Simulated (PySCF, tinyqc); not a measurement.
Worked calculation: FCI on RHF in the 6-311g basis, for H2, spin multiplicity 1. The lowest restricted solution is unstable here: a spin-polarised one lies 0.0017 hartree lower (PySCF). One step of it, computed by the program tinyqc.

Problem. FCI: roots. Diagonalise (each vector has its largest component positive (the first on a tie)); all determinants have Ms = 0, so triplets appear too. The lowest singlet root is the correlation energy.

Occupation strings over the orbitals (2 doubly, a alpha, b beta, 0 empty; spin orbitals ordered 1a 1b 2a 2b ...): 200000 a0b000 a0000b b0a000 b0000a 020000 0a0b00 0a00b0 002000 00a00b 0b0a00 000200 000ab0 0b00a0 000ba0 000020 00b00a 000002

H - E(HF) between determinants (hartree):
```
           200000     a0b000     a0000b     b0a000     b0000a     020000     0a0b00     0a00b0
200000   0.000000   0.000000   0.000000   0.000000   0.000000   0.100945  -0.077778  -0.027349
a0b000   0.000000   0.536483  -0.042093  -0.051382  -0.029751  -0.006245   0.071494   0.037294
a0000b   0.000000  -0.042093   2.594363  -0.029751  -0.062336  -0.028783   0.050528   0.145322
b0a000   0.000000  -0.051382  -0.029751   0.536483  -0.042093   0.006245  -0.026041  -0.023158
b0000a   0.000000  -0.029751  -0.062336  -0.042093   2.594363   0.028783  -0.036925  -0.044496
020000   0.100945  -0.006245  -0.028783   0.006245   0.028783   0.603709   0.113327   0.028796
0a0b00  -0.077778   0.071494   0.050528  -0.026041  -0.036925   0.113327   0.956661  -0.110364
0a00b0  -0.027349   0.037294   0.145322  -0.023158  -0.044496   0.028796  -0.110364   2.796548
002000   0.051382   0.065823  -0.031601  -0.065823   0.031601   0.024915   0.001869  -0.016756
00a00b   0.029751  -0.031601  -0.031150  -0.025138   0.037883   0.016313  -0.025964  -0.036077
0b0a00   0.077778  -0.026041  -0.036925   0.071494   0.050528  -0.113327  -0.071537  -0.022810
000200   0.079690  -0.051403  -0.059738   0.051403   0.059738   0.071537   0.098456  -0.056537
000ab0   0.042838  -0.042518  -0.138473   0.025040   0.057510   0.022810  -0.056537   0.030540
0b00a0   0.027349  -0.023158  -0.044496   0.037294   0.145322  -0.028796  -0.022810  -0.038186
000ba0  -0.042838   0.025040   0.057510  -0.042518  -0.138473  -0.022810  -0.007465   0.044141
000020   0.059240  -0.036373  -0.105581   0.036373   0.105581   0.038186  -0.044141  -0.039347
00b00a  -0.029751  -0.025138   0.037883  -0.031601  -0.031150  -0.016313   0.024980   0.028356
000002   0.062336  -0.037883  -0.071610   0.037883   0.071610   0.036085  -0.046586  -0.089613

           002000     00a00b     0b0a00     000200     000ab0     0b00a0     000ba0     000020
200000   0.051382   0.029751   0.077778   0.079690   0.042838   0.027349  -0.042838   0.059240
a0b000   0.065823  -0.031601  -0.026041  -0.051403  -0.042518  -0.023158   0.025040  -0.036373
a0000b  -0.031601  -0.031150  -0.036925  -0.059738  -0.138473  -0.044496   0.057510  -0.105581
b0a000  -0.065823  -0.025138   0.071494   0.051403   0.025040   0.037294  -0.042518   0.036373
b0000a   0.031601   0.037883   0.050528   0.059738   0.057510   0.145322  -0.138473   0.105581
020000   0.024915   0.016313  -0.113327   0.071537   0.022810  -0.028796  -0.022810   0.038186
0a0b00   0.001869  -0.025964  -0.071537   0.098456  -0.056537  -0.022810  -0.007465  -0.044141
0a00b0  -0.016756  -0.036077  -0.022810  -0.056537   0.030540  -0.038186   0.044141  -0.039347
002000   1.172532  -0.084035  -0.001869   0.058009   0.025470   0.016756  -0.025470   0.030220
00a00b  -0.084035   3.100376   0.024980   0.036093   0.105941   0.028356  -0.043010   0.090561
0b0a00  -0.001869   0.024980   0.956661  -0.098456  -0.007465  -0.110364  -0.056537   0.044141
000200   0.058009   0.036093  -0.098456   1.326052  -0.088625   0.056537   0.088625   0.071818
000ab0   0.025470   0.105941  -0.007465  -0.088625   3.184054   0.044141  -0.071818  -0.003158
0b00a0   0.016756   0.028356  -0.110364   0.056537   0.044141   2.796548   0.030540   0.039347
000ba0  -0.025470  -0.043010  -0.056537   0.088625  -0.071818   0.030540   3.184054   0.003158
000020   0.030220   0.090561   0.044141   0.071818  -0.003158   0.039347   0.003158   5.166697
00b00a   0.084035  -0.032757  -0.025964  -0.036093  -0.043010  -0.036077   0.105941  -0.090561
000002   0.032757   0.004678   0.046586   0.067224   0.133351   0.089613  -0.133351   0.313953

           00b00a     000002
200000  -0.029751   0.062336
a0b000  -0.025138  -0.037883
a0000b   0.037883  -0.071610
b0a000  -0.031601   0.037883
b0000a  -0.031150   0.071610
020000  -0.016313   0.036085
0a0b00   0.024980  -0.046586
0a00b0   0.028356  -0.089613
002000   0.084035   0.032757
00a00b  -0.032757   0.004678
0b0a00  -0.025964   0.046586
000200  -0.036093   0.067224
000ab0  -0.043010   0.133351
0b00a0  -0.036077   0.089613
000ba0   0.105941  -0.133351
000020  -0.090561   0.313953
00b00a   3.100376  -0.004678
000002  -0.004678   5.296929
```

Give: lowest roots of this matrix, relative to E(HF); lowest vectors; <S^2> of these roots; weight of the ground state by excitation level 0, 1, 2, ....

Solution.

lowest roots of this matrix, relative to E(HF) (hartree): -0.044  0.476  0.517  0.590  0.879  1.035  1.167  1.399

lowest vectors:
```
        root 1  root 2  root 3  root 4
200000   0.971   0.000   0.154   0.143
a0b000  -0.022   0.702   0.566  -0.370
a0000b  -0.009   0.026   0.021   0.007
b0a000   0.022   0.702  -0.566   0.370
b0000a   0.009   0.026  -0.021  -0.007
020000  -0.178   0.000   0.463   0.819
0a0b00   0.097  -0.082  -0.211  -0.083
0a00b0   0.013  -0.010  -0.028  -0.007
002000  -0.032   0.000  -0.153   0.052
00a00b  -0.006   0.015  -0.014  -0.004
0b0a00  -0.097  -0.082   0.211   0.083
000200  -0.062   0.000   0.081  -0.131
000ab0  -0.012   0.003   0.010  -0.024
0b00a0  -0.013  -0.010   0.028   0.007
000ba0   0.012   0.003  -0.010   0.024
000020  -0.007   0.000   0.000  -0.013
00b00a   0.006   0.015   0.014   0.004
000002  -0.007   0.000  -0.002  -0.012
```

<S^2> of these roots: 0.000  2.000  0.000  0.000  2.000  0.000  0.000  0.000

weight of the ground state by excitation level 0, 1, 2, ...: 0.943  0.001  0.056
